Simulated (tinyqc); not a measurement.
Worked calculation: sp3 tight binding, zinc-blende lattice. One step of it, computed by the program tinyqc.

Question. Bloch Hamiltonian at G. Slater-Koster rules over the four bonds with direction cosines (l, m, n): ss V_ss; s-px l V_sp; px-s -l V_sp; px-px l^2 V_pps + (1 - l^2) V_ppp; px-py l m (V_pps - V_ppp); each times exp(i k.d).

Parameters chosen for this model: zinc-blende lattice, anion at 0, cation at a/4 (1,1,1); V = eta hbar^2 / (m d^2), hbar^2/m = 7.619964 eV angstrom^2:
```
parameter          value      unit
a               5.600000  angstrom
d               2.424871  angstrom
Es anion      -15.250000        eV
Ep anion       -7.930000        eV
Es cation     -15.250000        eV
Ep cation      -7.930000        eV
eta ss         -1.420000
eta sp          1.560000
eta pp sigma    2.810000
eta pp pi      -0.720000
V ss           -1.840195        eV
V sp            2.021623        eV
V pp sigma      3.641513        eV
V pp pi        -0.933057        eV
```

k point G (2 pi / a): [0, 0, 0]

Give: H(k) at G.

Answer.

H(k) at G (eV), order a s, a px, a py, a pz, c s, c px, c py, c pz:
$$\begin{pmatrix}
-15.2500 & 0.0000 & 0.0000 & 0.0000 & -7.3608 & 0.0000 & 0.0000 & 0.0000 \\
0.0000 & -7.9300 & 0.0000 & 0.0000 & 0.0000 & 2.3672 & 0.0000 & 0.0000 \\
0.0000 & 0.0000 & -7.9300 & 0.0000 & 0.0000 & 0.0000 & 2.3672 & 0.0000 \\
0.0000 & 0.0000 & 0.0000 & -7.9300 & 0.0000 & 0.0000 & 0.0000 & 2.3672 \\
-7.3608 & 0.0000 & 0.0000 & 0.0000 & -15.2500 & 0.0000 & 0.0000 & 0.0000 \\
0.0000 & 2.3672 & 0.0000 & 0.0000 & 0.0000 & -7.9300 & 0.0000 & 0.0000 \\
0.0000 & 0.0000 & 2.3672 & 0.0000 & 0.0000 & 0.0000 & -7.9300 & 0.0000 \\
0.0000 & 0.0000 & 0.0000 & 2.3672 & 0.0000 & 0.0000 & 0.0000 & -7.9300
\end{pmatrix}$$
